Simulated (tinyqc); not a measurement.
Eight-band Kane k.p model: one step. Derived values. Five cases, with inputs chosen for the exercise.

Question. P = sqrt(Ep c); A = 1/me - Ep (Eg + 2 Dso/3)/(Eg (Eg + Dso)) keeps the electron mass; g1' = g1 - Ep/(3 Eg), g2' = g2 - Ep/(6 Eg), g3' = g3 - Ep/(6 Eg) remove the coupling to S that the Luttinger values already hold; L = -c (g1' + 4 g2'), M = -c (g1' - 2 g2'), N = -6 c g3'. c = hbar^2/2m0.

Constants: hbar^2/2m0 = 3.80998211 eV angstrom^2.

Give: P; A; g1', g2', g3'; L, M, N.

Case 1.

Values chosen (near those of InAs; shifted at random, so the results belong to these values and not to a real crystal): Eg = 0.415 eV (gap at Gamma to the s-like level); Dso = 0.387 eV (spin-orbit splitting); Ep = 21.3 eV (Kane energy); me = 0.026 m0 (electron mass at Gamma); g1 = 19.95 (Luttinger gamma1); g2 = 8.51 (gamma2); g3 = 9.2 (gamma3).

Answer.

P = 9.0085 eV angstrom
A = -4.6082

g1', g2', g3': 2.8416  -0.0442  0.6458

L, M, N (eV angstrom^2): -10.1525  -11.1632  -14.7625

The coupling to the valence bands supplies 43.07, against 1/me = 38.46; A makes up the difference. The diagonal term in A bends towards the gap, so the set should be tested for spurious states at large k.

Case 2.

Values chosen (near those of CdTe; shifted at random, so the results belong to these values and not to a real crystal): Eg = 1.684 eV (gap at Gamma to the s-like level); Dso = 0.952 eV (spin-orbit splitting); Ep = 19.3 eV (Kane energy); me = 0.0989 m0 (electron mass at Gamma); g1 = 5.38 (Luttinger gamma1); g2 = 1.69 (gamma2); g3 = 1.99 (gamma3).

Answer.

P = 8.5751 eV angstrom
A = 0.0301

g1', g2', g3': 1.5597  -0.2201  0.0799

L, M, N (eV angstrom^2): -2.5877  -7.6200  -1.8257

The coupling to the valence bands supplies 10.08, against 1/me = 10.11; A makes up the difference. A > 0 and L, M < 0: every diagonal term bends away from the gap.

Case 3.

Values chosen (near those of InP; shifted at random, so the results belong to these values and not to a real crystal): Eg = 1.451 eV (gap at Gamma to the s-like level); Dso = 0.11 eV (spin-orbit splitting); Ep = 20.8 eV (Kane energy); me = 0.0809 m0 (electron mass at Gamma); g1 = 5.11 (Luttinger gamma1); g2 = 1.61 (gamma2); g3 = 2.11 (gamma3).

Answer.

P = 8.9021 eV angstrom
A = -1.6373

g1', g2', g3': 0.3317  -0.7792  -0.2792

L, M, N (eV angstrom^2): 10.6106  -7.2009  6.3815

The coupling to the valence bands supplies 14.00, against 1/me = 12.36; A makes up the difference. The diagonal terms in A and L bend towards the gap, so the set should be tested for spurious states at large k.

Case 4.

Values chosen (near those of GaAs; shifted at random, so the results belong to these values and not to a real crystal): Eg = 1.509 eV (gap at Gamma to the s-like level); Dso = 0.34 eV (spin-orbit splitting); Ep = 25.8 eV (Kane energy); me = 0.067 m0 (electron mass at Gamma); g1 = 6.97 (Luttinger gamma1); g2 = 2.06 (gamma2); g3 = 2.93 (gamma3).

Answer.

P = 9.9145 eV angstrom
A = -1.1241

g1', g2', g3': 1.2709  -0.7896  0.0804

L, M, N (eV angstrom^2): 7.1910  -10.8584  -1.8386

The coupling to the valence bands supplies 16.05, against 1/me = 14.93; A makes up the difference. The diagonal terms in A and L bend towards the gap, so the set should be tested for spurious states at large k.

Case 5.

Values chosen (near those of Ge; shifted at random, so the results belong to these values and not to a real crystal): Eg = 0.899 eV (gap at Gamma to the s-like level); Dso = 0.288 eV (spin-orbit splitting); Ep = 26.5 eV (Kane energy); me = 0.0378 m0 (electron mass at Gamma); g1 = 13.41 (Luttinger gamma1); g2 = 4.25 (gamma2); g3 = 5.7 (gamma3).

Answer.

P = 10.0481 eV angstrom
A = -0.6382

g1', g2', g3': 3.5843  -0.6629  0.7871

L, M, N (eV angstrom^2): -3.5540  -18.7070  -17.9938

The coupling to the valence bands supplies 27.09, against 1/me = 26.46; A makes up the difference. The diagonal term in A bends towards the gap, so the set should be tested for spurious states at large k.

Computed by tinyqc, one run a case: `OMP_NUM_THREADS=1 python tinyqc.py N N+1 out.jsonl` with N = 1080814, 1080918, 1081004, 1081030, 1081111; one thread of a shared Intel(R) Xeon(R) Processor @ 2.30GHz, about 0.1 s a run at most.
